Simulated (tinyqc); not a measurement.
## Delay unit and parasitic delay from two ring oscillators

Problem. A ring of 21 inverters oscillates at 1/(2 x 21 d), with stage delay d = tau (h + p) for fan-out h. Find tau, p and the delay at fan-out 4.

frequencies of 21-stage ring oscillators with fan-out 2 and 4 (GHz): 2.8705541  1.7749228

Answer. d is a straight line in h with slope tau and intercept tau p.

tau = 2.560 ps
p = 1.240
delay at fan-out 4 = 13.41 ps

Numbers from tinyqc (`OMP_NUM_THREADS=1 python tinyqc.py 2082023 2082024 out.jsonl`; about 0.01 s on one thread of a shared Intel Xeon 2.30GHz).
